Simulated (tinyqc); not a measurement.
## The weight eta from points of equal mobility

Inverse problem. If the mobility depends on E = q (Ndep + eta Ns)/(eps0 eps_r) alone, two points of equal mobility on its falling branch have equal E. Find eta and E.

Inputs (values chosen for the exercise): relative permittivity of the semiconductor eps_r = 11.6.

Constants: q = 1.602176634e-19 C, eps0 = 8.8541878128e-14 F/cm where lengths are in cm. Results are converted to the units shown.

Ndep at two body biases (cm^-2): 6.1215085e12  9.5562343e12
Ns at which the mobility is the same (cm^-2): 2.6e13  1.8692073e13

Answer. eta is the ratio of the differences of Ndep and Ns.

eta = 0.470
E = 2.86 MV/cm

Program tinyqc, `OMP_NUM_THREADS=1 python tinyqc.py 2510119 2510120 out.jsonl`; Intel Xeon 2.30GHz, shared host, one thread, about 0.01 s.
